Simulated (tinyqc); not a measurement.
Energies of the polytypes: polytypes and stacking faults of a tetrahedral semiconductor in an axial Ising model with couplings up to third neighbours. Computed by tinyqc, a small Python program. Command: `OMP_NUM_THREADS=1 python tinyqc.py 3013567 3013568 out.jsonl polytype walk`. One thread of a shared host (Intel(R) Xeon(R) Processor @ 2.30GHz), about 0.01 s of CPU time with the checks.

Each double layer has s = +1 or -1 for the sense of its stacking step; E per pair of atoms = E0 - sum_n J_n <s_i s_(i+n)>, n = 1, 2, 3. Hexagonality h = (1 - <s_i s_(i+1)>)/2.

Inputs (values chosen for the exercise, of the order of those of GaN for J, a, G and the gaps):
```
quantity   value      unit
J1         -4.95  meV/pair
J2         -0.36  meV/pair
J3          0.07  meV/pair
gap of 3C    3.3        eV
gap of 4H    3.4        eV
```

Method. E - E(3C) = sum_n J_n (1 - C_n), C_n = <s_i s_(i+n)>. The gap is taken linear in h between 3C (h = 0) and 4H (h = 1/2), a rough rule, with a dash beyond.

correlations of the repeat units 3C (+), 2H (+-), 4H (++--), 6H (+++---), 15R (+++--), 8H (++++----), 21R (++++---), 9R (++-):
```
        n = 1     n = 2     n = 3
3C    1.00000   1.00000   1.00000
2H   -1.00000   1.00000  -1.00000
4H    0.00000  -1.00000   0.00000
6H    0.33333  -0.33333  -1.00000
15R   0.20000  -0.60000  -0.60000
8H    0.50000   0.00000  -0.50000
21R   0.42857  -0.14286  -0.71429
9R   -0.33333  -0.33333   1.00000
```

Polytypes:
```
polytype       h  E - E(3C) (meV/pair)  gap by the linear rule (eV)
3C        0.0000                 0.000                       3.3000
2H        1.0000                -9.760                            -
4H        0.5000                -5.600                       3.4000
6H        0.3333                -3.640                       3.3667
15R       0.4000                -4.424                       3.3800
8H        0.2500                -2.730                       3.3500
21R       0.2857                -3.120                       3.3571
9R        0.6667                -7.080                            -
```

E(2H) - E(3C) = -9.76 meV/pair

E(4H) - E(3C) = -5.6 meV/pair

E(6H) - E(3C) = -3.64 meV/pair

The lowest is 2H, 2.680 meV/pair below 9R. J1/|J2| = -13.75: for J3 = 0 and J2 < 0 the ground state is 2H below -2, 4H between -2 and 2, and 3C above 2; at 2 itself all periods with bands of two or more layers are degenerate.

Extremes, crossings and ranges named in words are read from the listed rows.
